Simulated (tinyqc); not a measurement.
Hydrogen passivation of interface dangling bonds: competing passivation and dissociation with distributed barriers: one step, computed by the program tinyqc.

P_b + H2 gives P_bH + H at the rate k_f [H2]; P_bH gives P_b + H at the rate k_d. All defects start unpassivated. E_f and E_d are Gaussian and independent.

Problem. Distributed barriers. [H2] = solubility factor x p; a = k_f0 [H2] exp(-E_f/(k_B T)), d = k_d0 exp(-E_d/(k_B T)). For one pair of barriers the active share is y = [d + a exp(-(a + d) t)]/(a + d). Temperatures in kelvin are T(C) + 273.15. Average y over both Gaussians with 40 x 40 Gauss-Hermite points. Active density N0 y; threshold shift if each active defect holds one charge, e N0 y t_ox/(3.9 eps_0).

Inputs (values chosen for the exercise, close to those used for P_b centres at the silicon-oxide interface):
```
quantity                                      value          unit
defect density N0                           1.8e+12        1/cm^2
passivation prefactor k_f0                  8.7e-07        cm^3/s
mean passivation barrier E_f                   1.65            eV
spread sigma_f                                0.099            eV
dissociation prefactor k_d0                 3.7e+12           1/s
mean dissociation barrier E_d                  2.61            eV
spread sigma_d                                 0.11            eV
H2 in the oxide per atm, solubility factor  9.6e+17  1/(cm^3 atm)
hydrogen pressure p                            0.05           atm
anneal temperature T                            200             C
anneal time t                                  1100             s
oxide thickness                                   2            nm
```

Constants: k_B = 8.617333262e-05 eV/K; e = 1.602176634e-19 C; eps_0 = 8.8541878128e-12 F/m.

Give: active share y; active density; threshold shift.

Solution.

active share y = 0.99793

active density = 1.7963e+12 1/cm^2

threshold shift = 166.69 mV
